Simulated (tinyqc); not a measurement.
Worked calculation: Slater-Koster d bands of an fcc metal. Values are carried at full precision from step to step, so a last printed digit may differ when a step is redone from the rounded ones.

Slater-Koster d bands. For a bond with direction cosines (l, m, n) the 5 x 5 block is dds Ps + ddp Pp + ddd (1 - Ps - Pp), the projectors on sigma, pi and delta states about the bond; for instance <xy|xy> = 3 l^2 m^2 dds + (l^2 + m^2 - 4 l^2 m^2) ddp + (n^2 + l^2 m^2) ddd, <xy|yz> = 3 l m^2 n dds + l n (1 - 4 m^2) ddp + l n (m^2 - 1) ddd and <3z2-r2|3z2-r2> = (n^2 - (l^2 + m^2)/2)^2 dds + 3 n^2 (l^2 + m^2) ddp + (3/4)(l^2 + m^2)^2 ddd. H(k) sums the blocks times cos(k.R) over the neighbours; the d level is the zero of energy; k in 2 pi/a.

Values chosen for the exercise (of the size met in Ni; not measured data):

| symbol | value | unit | meaning |
|---|---|---|---|
| dds | -0.415 | eV | dd sigma |
| ddp | 0.266 | eV | dd pi |
| ddd | -0.021 | eV | dd delta |
| k | (0.34, 0.41, 0.07) | 2 pi/a | wave vector |
| Nd | 8 |  | d electrons per atom |

## The block of one bond

Direction (1,1,0)/sqrt2; its eigenvalues must be dds once, ddp twice and ddd twice.

block (eV), lower triangle:
```
             xy      yz      zx   x2-y2   3z2-r2
xy      -0.3165
yz            0  0.1225
zx            0  0.1435  0.1225
x2-y2         0       0       0  0.2660
3z2-r2   0.1706       0       0       0  -0.1195
```

## Levels at Gamma

Neighbours: twelve at (a/2)(1,1,0) and equivalents.

Summing the blocks at k = 0 gives E(t2g) = 3 dds + 4 ddp + 5 ddd, E(eg) = 1.5 dds + 6 ddp + 4.5 ddd.

levels (eV): t2g (threefold) -0.2860, eg (twofold) 0.8790

The t2g level lies lower, by 1.1650 eV.

## The Hamiltonian at one k

Sum over the neighbours.

H(k) (eV), lower triangle:
```
             xy       yz       zx    x2-y2  3z2-r2
xy       0.1936
yz      -0.1097  -0.0485
zx      -0.1202  -0.4830  -0.3959
x2-y2         0  -0.1238   0.1130   0.0743
3z2-r2  -0.5743   0.0715   0.0652  -0.1321  0.4395
```

## Levels and character

Diagonalise H; t2g is xy, yz, zx and eg the other two.

levels (eV): -0.7633  -0.2870  0.0015  0.3741  0.9377

weights:
```
     band 1  band 2  band 3  band 4  band 5
t2g   0.999   0.531   0.290   0.784   0.395
eg    0.001   0.469   0.710   0.216   0.605
```

## Levels at points of symmetry

Coordinates: G (0, 0, 0), X (1, 0, 0), W (1, 0.5, 0), L (0.5, 0.5, 0.5), K (0.75, 0.75, 0); the others lie half way.

Levels (eV):

| k | band 1 | band 2 | band 3 | band 4 | band 5 |
|---|---|---|---|---|---|
| G | -0.286 | -0.286 | -0.286 | 0.879 | 0.879 |
| G-X 0.5 | -1.266 | -0.478 | 0.490 | 0.490 | 1.064 |
| X | -2.246 | -1.835 | 1.249 | 1.266 | 1.266 |
| W | -1.064 | -0.490 | -0.490 | 0.478 | 1.266 |
| L | -1.148 | -0.597 | -0.597 | 1.171 | 1.171 |
| L-G 0.5 | -0.717 | -0.151 | -0.151 | 0.735 | 0.735 |
| K | -1.609 | -0.915 | 0.507 | 0.663 | 1.081 |

On these points the bands run from -2.246 (X) to 1.266 eV (X and W).

## Second moment and the rectangular band

mu2 = z (dds^2 + 2 ddp^2 + 2 ddd^2)/5 per orbital, with z = 12. A rectangular band with the same mu2 has width W = sqrt(12 mu2), Fermi level W (Nd/10 - 1/2) and bond energy -W Nd (10 - Nd)/20 (Friedel).

mu2 = 0.7551 eV^2
W = 3.0102 eV
Fermi level = 0.9030 eV
bond energy per atom = -2.4081 eV

The bond energy is the attractive part alone; the repulsion between atoms, left out, cancels a large share of it in the cohesive energy.

## Checks

- Levels at Gamma from the formulas against H(0): they agree to 1e-10 or better.
- Second moment from the formula against the mean square level on the mesh: both 0.755086.

Run: tinyqc, `OMP_NUM_THREADS=1 python tinyqc.py 1481269 1481270 out.jsonl`; Intel(R) Xeon(R) Processor @ 2.30GHz, one thread, shared host; about 0.07 s of CPU time with all checks.
